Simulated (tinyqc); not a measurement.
Sweep of a uniaxial [001] stress: six-band Luttinger-Kohn model with strain.

Six-band Luttinger-Kohn model in the basis |3/2,3/2>, |3/2,1/2>, |3/2,-1/2>, |3/2,-3/2>, |1/2,1/2>, |1/2,-1/2>, electron energies, zero at the top of the unstrained valence band. H = -[rows: (P+Q, -S, R, 0, -S/r2, r2 R); (-S*, P-Q, 0, R, -r2 Q, r32 S); (R*, 0, P-Q, S, r32 S*, r2 Q); (0, R*, S*, P+Q, -r2 R*, -S*/r2); (-S*/r2, -r2 Q, r32 S, -r2 R, P+Dso, 0); (r2 R*, r32 S*, r2 Q, -S/r2, 0, P+Dso)], r2 = sqrt(2), r32 = sqrt(3/2). Levels are twofold.

P = c g1 k^2 - av tr(e); Q = c g2 (kx^2 + ky^2 - 2 kz^2) - (b/2)(exx + eyy - 2 ezz); R = c sqrt3 [-g2 (kx^2 - ky^2) + 2i g3 kx ky] + (sqrt3/2) b (exx - eyy) - i d exy; S = 2 c sqrt3 g3 (kx - i ky) kz - d (exz - i eyz); c = hbar^2/2m0, e the strain tensor (not engineering shear).

s11 = (C11 + C12)/((C11 - C12)(C11 + 2 C12)), s12 = -C12/((C11 - C12)(C11 + 2 C12)), s44 = 1/C44; exx = s11 sxx + s12 (syy + szz) and cyclic, exy = s44 sxy/2; tension is positive. A uniaxial stress X along the unit vector n is s_ij = X n_i n_j.

Constants: hbar^2/2m0 = 3.80998211 eV angstrom^2.

Parameters, chosen for this exercise (near those of AlAs; the results hold for these values, not for the real material): Dso = 0.279 eV (spin-orbit splitting); g1 = 3.77 (Luttinger gamma1); g2 = 0.82 (gamma2); g3 = 1.42 (gamma3); av = 2.45 eV (valence hydrostatic potential); b = -2.31 eV (tetragonal shear potential); d = -3.43 eV (trigonal shear potential); C11 = 124.3 GPa; C12 = 53.2 GPa; C44 = 54.7 GPa; load = uniaxial [001] (kind of stress).

Edges at k = 0 and curvature masses of the top pair along [110] and [001] (step 0.0002 1/angstrom); at zero stress the top is fourfold and has no single curvature.

Edges and masses:
```
X (GPa)  top (eV)  second (eV)  third (eV)  splitting (meV)  m [110]  m [001]
-2.10      0.0709      -0.0905     -0.3263            161.5    0.410    0.155
-1.40      0.0429      -0.0604     -0.3062            103.3    0.392    0.161
-0.70      0.0187      -0.0302     -0.2898             48.9    0.368    0.170
0.00       0.0000       0.0000     -0.2790              0.0        -        -
0.70       0.0302      -0.0113     -0.2755             41.5    0.218    0.469
1.40       0.0604      -0.0141     -0.2807             74.4    0.218    0.469
2.10       0.0905      -0.0084     -0.2942             99.0    0.218    0.469
```

What does the comparison show, and why?

The splitting reaches 161.5 meV under compression and 99.0 meV under the same tension; linear shear terms alone would make the two equal, and the difference comes from the coupling to the split-off band. At the ends of the sweep the top pair has a mass along [110] of 0.410 under compression and 0.218 under tension, so tension gives the lighter holes along [110]; along [001] it has 0.155 and 0.469. The top edge itself moves by +71 and +91 meV. The ends of the sweep mean strains up to 2.3 %, beyond the range of linear deformation potentials.

Computed by tinyqc, a small Python program: `OMP_NUM_THREADS=1 python tinyqc.py 1080478 1080479 out.jsonl` (the numbers bound the seed that draws the inputs); one thread of a shared host (Intel(R) Xeon(R) Processor @ 2.30GHz), about 0.08 s for the whole set of steps.
